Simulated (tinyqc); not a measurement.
## Ideality, saturation current and resistance from three points

Question. Well above the saturation current a diode obeys V = n Vt ln(I/I0) + I Rs. Find n, Rs and I0.

Parameters, values chosen for the exercise:

| symbol | value | unit | meaning |
|---|---|---|---|
| T | 273 | K | temperature |

Constants: q = 1.602176634e-19 C, kB = 1.380649e-23 J/K, Vt = kB T/q. Results are converted to the units shown.

currents (A): 2e-6  0.0005  0.02
voltages (V): 0.35072611  0.54829966  0.68547340

Answer. V is linear in the three unknowns n Vt, Rs and -n Vt ln I0, so three points give a linear system.

n = 1.52
Rs = 0.270 ohm
I0 = 1.10e-10 A

Program tinyqc, `OMP_NUM_THREADS=1 python tinyqc.py 2260005 2260006 out.jsonl`; Intel Xeon 2.30GHz, shared host, one thread, about 0.01 s.
